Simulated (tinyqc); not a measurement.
# p-n diode, drift-diffusion by the Gummel loop with Scharfetter-Gummel fluxes: what changes with what

Abrupt junction at x = 0, p side from -Lp, n side to Ln, ohmic contacts. psi is counted from the intrinsic level; n = ni exp((psi - phin)/Vt), p = ni exp((phip - psi)/Vt). Contacts: p side psi = V - Vt ln(Na/ni), p = Na, n = ni^2/Na; n side psi = Vt ln(Nd/ni), n = Nd, p = ni^2/Nd. Constant mobilities, D = mu Vt, Boltzmann statistics, SRH recombination through a mid-gap level, U = (n p - ni^2)/(tp (n + ni) + tn (p + ni)). Current is positive from the p contact to the n contact.

Values chosen for this exercise; band and dielectric values close to those of silicon:

| symbol | value | unit | meaning |
|---|---|---|---|
| T | 300 | K | temperature |
| Eg | 1.14 | eV | band gap |
| eps_r | 11.6 |  | relative permittivity |
| Nc | 2.77e19 | cm^-3 | conduction-band density of states at T |
| Nv | 2.6e19 | cm^-3 | valence-band density of states at T |
| Na | 5.9e16 | cm^-3 | acceptor density of the p side |
| Nd | 6.3e16 | cm^-3 | donor density of the n side |
| mun | 800 | cm^2/(V s) | electron mobility |
| mup | 320 | cm^2/(V s) | hole mobility |
| tn | 1e-9 | s | SRH lifetime of electrons |
| tp | 1e-7 | s | SRH lifetime of holes |
| Lp | 1.5 | um | length of the p side |
| Ln | 0.69 | um | length of the n side |
| G | 0 | cm^-3 s^-1 | uniform generation rate |

Constants: q = 1.602176634e-19 C, kB = 1.380649e-23 J/K, Vt = kB T/q, eps0 = 8.8541878128e-14 F/cm where lengths are in cm. Results are converted to the units shown.

Each table varies one quantity; the others keep the values above.

## Current against voltage in the dark

ni = sqrt(Nc Nv) exp(-Eg/(2 Vt)), Eg in volts. Poisson and both continuity equations are solved self-consistently with Scharfetter-Gummel fluxes on a graded mesh of 500 nodes. J_scr is q times the integral of U between -xp and xn. Ideal diffusion current J_id = q ni^2 [Dn coth(wp/Le)/(Le Na) + Dp coth(wn/Lh)/(Lh Nd)] (exp(V/Vt) - 1), Le = sqrt(Dn tn), Lh = sqrt(Dp tp), wp = Lp - xp, wn = Ln - xn, with xp and xn from the depletion approximation (W = sqrt(2 eps0 eps_r (Vbi - V)(1/Na + 1/Nd)/q), xp = W Nd/(Na + Nd), xn = W Na/(Na + Nd), Vbi = Vt ln(Na Nd/ni^2)). Ideality factor = 0.004 V/(Vt ln[J(V + 0.004 V)/J(V)]). Here G = 0.

In this table G = 0 cm^-3 s^-1.

Results:
```
V (V)	J (A/cm^2)	ideality factor	J_scr/J (%)	J_id (A/cm^2)	share recombining at the contacts (%)	larger minority/doping at -xp and xn
0.17	1.73e-6	1.70	98.2	3.15e-8	1.44	1.70e-11
0.23	6.57e-6	1.75	95.1	3.20e-7	3.83	1.73e-10
0.3	3.22e-5	1.63	85.2	4.77e-6	11.6	2.57e-9
0.44	0.00162	1.17	34.4	0.00106	51.5	5.68e-7
0.5	0.0129	1.07	16.5	0.0108	65.4	5.72e-6
0.57	0.171	1.03	6.23	0.161	73.3	8.42e-5
0.64	2.41	1.02	2.01	2.40	77.2	0.00122
0.71	32.0	1.08	0.383	35.7	85.3	0.0166
```

Estimate the missing row, V = 0.37 V.

Computed row:
```
V (V)	J (A/cm^2)	ideality factor	J_scr/J (%)	J_id (A/cm^2)	share recombining at the contacts (%)	larger minority/doping at -xp and xn
0.37	1.93e-4	1.39	63.1	7.13e-5	29.0	3.83e-8
```

With this row back in the table: J rises from 1.73e-6 to 32.0 A/cm^2; the ideality factor moves up and down between 1.02 and 1.75. Recombination in the depleted layer carries over half of the current up to V = 0.37 V, where the factor is 1.39; it grows roughly as exp(V/2 Vt), so diffusion overtakes it. Where the factor is lowest (V = 0.64 V), J is 0.37 % above the ideal diffusion current.

## Effect of the length of the p side at fixed bias

Same model as above.

In this table V = 0.44 V.

Effect of the length of the p side at fixed bias:
```
Lp (um)	J (A/cm^2)	ideality factor	J_scr/J (%)	J_id (A/cm^2)	share recombining at the contacts (%)	larger minority/doping at -xp and xn
1.5	0.00162	1.17	34.4	0.00106	51.5	5.68e-7
2.5	0.00150	1.19	37.1	9.44e-4	40.2	5.69e-7
4.1	0.00147	1.19	37.9	9.13e-4	32.4	5.70e-7
6.7	0.00146	1.19	38.0	9.10e-4	29.1	5.70e-7
11	0.00146	1.19	38.0	9.10e-4	28.5	5.69e-7
18	0.00146	1.19	38.0	9.10e-4	28.4	5.70e-7
30	0.00146	1.19	38.0	9.10e-4	28.4	5.70e-7
```

What does the comparison show?

As Lp rises from 1.5 to 30, J falls from 0.00162 to 0.00146 A/cm^2, the share of the depleted layer rises from 34.4 to 38.0 % and the share lost at the contacts falls from 51.5 to 28.4 %. The exponent d ln J/d ln Lp is -0.15 between the first two rows and 0.00 between the last two. J less J_scr is 0.17 % below J_id in the last row.

Program tinyqc, `OMP_NUM_THREADS=1 python tinyqc.py 2240139 2240140 out.jsonl`; Intel Xeon 2.30GHz, shared host, one thread, about 0.2 s.
